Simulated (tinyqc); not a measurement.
Inside a calculation. Method: RHF in the cc-pvdz basis, for He, spin multiplicity 1. One step of it, computed by the program tinyqc.

Question. Iteration 2: DIIS coefficients. Solve [B -1; -1 0][c; lambda] = [0; -1] for the coefficients, which sum to one.

B (overlaps of the stored error matrices):
```
               1              2
1  1.8838759e-04  1.4252685e-05
2  1.4252685e-05  1.0783037e-06
```

Give: DIIS coefficients.

Answer.

DIIS coefficients: -0.0818  1.0818
